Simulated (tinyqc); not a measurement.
Q-state Potts model on a small periodic square lattice: enumeration, Metropolis, heat-bath and Wolff steps: one step, computed by the program tinyqc. Command: `OMP_NUM_THREADS=1 python tinyqc.py 3112121 3112122 out.jsonl potts walk`. One thread of a shared host (Intel(R) Xeon(R) Processor @ 2.30GHz), about 0.04 s of CPU time with the checks.

E = -J x (number of nearest-neighbour bonds with equal states); n x n sites with periodic edges have 2 n^2 bonds. Order parameter m = (q f - 1)/(q - 1), f being the largest share of one state. Sites are numbered row by row from 0. Here q = 3 and n = 3.

Task: Scales. K = J/(k_B T); the infinite square lattice orders at K_c = ln(1 + sqrt(q)); Wolff bond probability p = 1 - exp(-K).

Inputs (values chosen for the exercise, for a model of domains or grain orientations): number of states q = 3; coupling J = 60 meV; temperature T = 1140 K.

Constants: k_B = 8.617333262e-05 eV/K.

Give: K; K_c; T_c of the infinite lattice; p.

Result:

K = 0.6108

K_c = 1.005

T_c of the infinite lattice = 692.8 K

p = 0.4571
